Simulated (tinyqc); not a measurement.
# Six-transistor SRAM cell, nodal equations and margins: what changes with what

Two cross-coupled inverters (pull-down bn, pull-up bp) hold the nodes Q and QB; access transistors (ba, threshold VTn, gate on the word line at Vdd when selected) join them to the bit lines. Transistor (EKV form, voltages against the body): I = 2 n b Vt^2 [F(vp - Vs) - F(vp - Vd)] from drain to source, F(v) = ln^2(1 + exp(v/(2 Vt))), vp = (Vg - VT + sg |Vd - Vs|)/n. n-channel bodies are at 0; for the p-channel device all voltages are counted down from Vdd. b in uA/V^2 gives I in uA. For an access transistor the bit line is the drain and the node the source. In a read both bit lines are at Vdd. The cell is symmetric (no mismatch).

Parameters, values chosen for the exercise:
- T = 293 K (temperature)
- Vdd = 0.8 V (supply voltage)
- n = 1.2 (slope factor)
- sg = 0.041 (drain-induced barrier lowering)
- VTn = 0.34 V (n-channel threshold)
- VTp = 0.26 V (p-channel threshold (magnitude))
- bn = 390 uA/V^2 (gain factor of the pull-down transistor)
- ba = 260 uA/V^2 (gain factor of the access transistor)
- bp = 170 uA/V^2 (gain factor of the pull-up transistor)

Constants: q = 1.602176634e-19 C, kB = 1.380649e-23 J/K, Vt = kB T/q. Results are converted to the units shown.

Each table varies one quantity; the others keep the values above.

## Effect of the n-channel threshold

f(x) is the node voltage of one half-cell for input x: In = Ip in hold, In = Ip + Ia in a read. Static noise margin: side of the largest square between the curve (x, f(x)) and its mirror image (f(y), y); with h(c) the root x of f(x) - x = c, it is the maximum over c > 0 of h(c) - h(-c) + c. Q is the low node in a read and Iread the current of its access transistor. The write trip is the voltage to which the bit line of the high node must fall (the other staying at Vdd) for that state to vanish; higher is easier, and a negative value means that a grounded bit line does not write.

Results:

| VTn (V) | hold margin (mV) | read margin (mV) | Q in a read (mV) | Iread (uA) | write trip (mV) |
|---|---|---|---|---|---|
| 0.2 | 279.2 | 125.3 | 121.6 | 25.16 | 274.1 |
| 0.32 | 317.4 | 185.4 | 99.40 | 16.44 | 170.2 |
| 0.38 | 321.4 | 206.7 | 88.48 | 12.76 | 122.1 |
| 0.44 | 309.8 | 223.8 | 77.68 | 9.547 | 75.41 |
| 0.5 | 285.8 | 237.5 | 67.10 | 6.798 | 29.69 |

Estimate the missing row, VTn = 0.26 V.

Computed row:

| VTn (V) | hold margin (mV) | read margin (mV) | Q in a read (mV) | Iread (uA) | write trip (mV) |
|---|---|---|---|---|---|
| 0.26 | 301.8 | 157.9 | 110.4 | 20.58 | 220.3 |

With this row back in the table: As VTn goes from 0.2 to 0.5 V, the read margin rises from 125 to 238 mV, the write trip falls from 274 to 29.7 mV and Iread falls from 25.2 to 6.80 uA. The read margin is 0.45 of the hold margin in the first row and 0.83 in the last. Read stability and write ability pull in opposite directions.

## Effect of the drain-induced barrier lowering

Same model as above.

Effect of the drain-induced barrier lowering:

| sg | hold margin (mV) | read margin (mV) | Q in a read (mV) | Iread (uA) | write trip (mV) |
|---|---|---|---|---|---|
| 0.02 | 330.3 | 203.1 | 91.03 | 14.44 | 145.6 |
| 0.05 | 316.0 | 188.9 | 97.77 | 15.47 | 157.5 |
| 0.08 | 301.5 | 174.6 | 104.5 | 16.51 | 168.5 |
| 0.11 | 287.0 | 160.5 | 111.1 | 17.55 | 178.9 |
| 0.14 | 272.6 | 146.4 | 117.7 | 18.60 | 188.7 |
| 0.17 | 258.1 | 132.7 | 124.2 | 19.65 | 198.1 |

As sg goes from 0.02 to 0.17, the read margin falls from 203 to 133 mV, the write trip rises from 146 to 198 mV and Iread rises from 14.4 to 19.6 uA. The read margin is 0.61 of the hold margin in the first row and 0.51 in the last. Read stability and write ability pull in opposite directions.

Program tinyqc, `OMP_NUM_THREADS=1 python tinyqc.py 2340162 2340163 out.jsonl`; Intel Xeon 2.30GHz, shared host, one thread, about 0.2 s.
